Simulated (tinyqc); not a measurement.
Scattering of inversion-layer electrons by surface optical phonons of the gate insulator (remote phonon scattering): one step, computed by the program tinyqc. Command: `OMP_NUM_THREADS=1 python tinyqc.py 3110089 3110090 out.jsonl sophonon walk`. One thread of a shared host (Intel(R) Xeon(R) Processor @ 2.30GHz), about 0.01 s of CPU time with the checks.

One subband with the Fang-Howard envelope; insulator and channel are half-spaces, the gate is far away, and an interlayer only moves the polar surface away by t (its own modes and its permittivity contrast are left out).

Task: Surface modes and strengths. eps(w) = eps_inf + (eps_0s - eps_i) w1^2/(w1^2 - w^2) + (eps_i - eps_inf) w2^2/(w2^2 - w^2). Surface modes solve eps(w) + eps_s = 0, a quadratic in w^2; the strength of a mode is g = 2/(w d eps/dw). Occupation N = 1/(exp(hbar w/(k_B T)) - 1).

Inputs (values chosen for the exercise, modelled on AlN on silicon):
```
quantity,value,unit
static constant of the insulator eps_0s,9.29,-
intermediate constant eps_i,7.38,-
optical constant eps_inf,4.8,-
hbar omega_TO1,83.5,meV
hbar omega_TO2,90,meV
constant of the channel eps_s,11.7,-
temperature T,350,K
```

Constants: k_B = 8.617333262e-05 eV/K.

Give: hbar omega_SO; strengths g; occupations N; hbar omega g (2 N + 1).

Result:

hbar omega_SO (meV): 1 85.37, 2 99.29

strengths g: 1 0.00083, 2 0.01214

occupations N: 1 0.06269, 2 0.03862

hbar omega g (2 N + 1) (meV): 1 0.080, 2 1.298

The upper mode has the larger hbar omega g N, the prefactor of absorption before the dependence on q: 0.00444 and 0.0465 meV.
